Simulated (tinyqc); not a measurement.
## Depth and level of a trap from the time ratio

Inverse problem. For an oxide trap tc/te = exp(E/Vt) with E = E0 - dpsi - (xt/tox)(Vg - VT - dpsi), dpsi being the rise of the surface potential above its value at threshold. Find xt and E0, and the depth that would be read if dpsi were ignored.

Parameters, values chosen for the exercise: temperature T = 200 K; insulator thickness tox = 4.3 nm.

Constants: q = 1.602176634e-19 C, kB = 1.380649e-23 J/K, Vt = kB T/q. Results are converted to the units shown.

Vg - VT (V): [-0.02, 0.13]
tc/te: [7.5248215, 0.063850662]
dpsi (V): [-0.012264635, 0.037203269]

Solution. E + dpsi is a straight line in the oxide voltage Vg - VT - dpsi with slope -xt/tox and intercept E0. Ignoring dpsi assigns the motion of the bands to the trap and overstates its depth.

xt = 1.400 nm
E0 = 0.02000 eV
depth read without dpsi = 2.356 nm

Numbers from tinyqc (`OMP_NUM_THREADS=1 python tinyqc.py 2710141 2710142 out.jsonl`; about 0.01 s on one thread of a shared Intel Xeon 2.30GHz).
